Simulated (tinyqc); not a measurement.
Hubbard ring of 4 sites, step by step. One step of it, computed by the program tinyqc.

Problem. Mean-field iteration 3. H(up) = T + U n(down), H(down) = T + U n(up); fill the lowest levels; n(new) = n + mixing (n(out) - n); E = tr T (rho up + rho down) + U sum n_up n_down of the output.

one-body matrix (hopping and site energies) (eV):
```
,1,2,3,4
1,0.000000,-1.100000,0.000000,-1.100000
2,-1.100000,0.000000,-1.100000,0.000000
3,0.000000,-1.100000,0.000000,-1.100000
4,-1.100000,0.000000,-1.100000,0.000000
```

U = 6.600000 eV

electrons, up and down: 2  1

mixing = 0.200000

n(up) after iteration 2: 1 0.490000, 2 0.510000, 3 0.490000, 4 0.510000

n(down) after iteration 2: 1 0.242583, 2 0.257417, 3 0.242583, 4 0.257417

Give: levels, up; levels, down; energy; n(up) after iteration 3; n(down) after iteration 3.

Solution.

levels, up (eV): -0.5505  1.6010  1.6990  3.8505

levels, down (eV): 1.0990  3.2340  3.3660  5.5010

energy = -1.0479 eV

n(up) after iteration 3: 1 0.5431, 2 0.4569, 3 0.5431, 4 0.4569

n(down) after iteration 3: 1 0.2456, 2 0.2544, 3 0.2456, 4 0.2544
